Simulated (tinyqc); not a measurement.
Stretching all distances: RHF, UHF, MP2, CISD and CCSD against full CI in the sto-3g basis, for BeH+, spin multiplicity 1. Computed by the program tinyqc with PySCF. All coordinates are multiplied by the scale. c0^2 is the weight of the RHF determinant in the lowest singlet FCI state (UHF is spin-contaminated and may lie near states of higher spin) and n(LUMO) the first natural occupation beyond the occupied space.

Geometry (angstrom):
```
atom       x       y       z
Be    0.0000  0.0000  0.0000
H     0.0000  0.0000  1.3020
```

Full CI energy (hartree) and errors against it (kcal/mol):
```
scale  distance 1-2 (angstrom)     E(FCI)     RHF     UHF     MP2   CISD   CCSD  <S^2> UHF   c0^2  n(LUMO)
0.890                    1.159  -14.66914  10.770  10.770   3.352  0.008  0.006      0.000  0.984    0.020
1.180                    1.536  -14.67850  17.195  17.195   6.313  0.016  0.013      0.000  0.964    0.055
1.470                    1.914  -14.64066  28.716  20.089  11.916  0.033  0.027      0.575  0.915    0.145
1.760                    2.292  -14.60510  44.043  12.068  19.191  0.060  0.045      0.836  0.831    0.300
2.330                    3.034  -14.57172  73.962   2.380  30.703  0.119  0.072      0.976  0.597    0.665
2.620                    3.411  -14.56709  85.214   0.921  32.434  0.140  0.080      0.992  0.496    0.805
```

Estimate the missing row, scale = 2.04.

Computed row:
```
scale  distance 1-2 (angstrom)     E(FCI)     RHF    UHF     MP2   CISD   CCSD  <S^2> UHF   c0^2  n(LUMO)
2.040                    2.656  -14.58315  59.560  5.881  25.831  0.090  0.061      0.932  0.721    0.483
```

UHF parts from RHF first at scale 1.47 of those listed, where <S^2> leaves zero. The weight c0^2 goes from 0.98 to 0.50 and n(LUMO) from 0.02 to 0.80: static correlation grows as the bonds break into open-shell fragments. The spread of the error along the curve, which distorts its shape, is CCSD 0.1, CISD 0.1, UHF 19.2, MP2 29.1, RHF 74.4 kcal/mol. The table stops here: at scale 2.91 and beyond, the reference weight falls under 0.45 or RHF, UHF or CCSD hop between solutions, so those rows were left out and the spreads given cover only the rows shown. As computed, partly on other solutions, the errors there reach in size RHF 93, UHF 0, MP2 31, CISD 0, CCSD 0 kcal/mol.
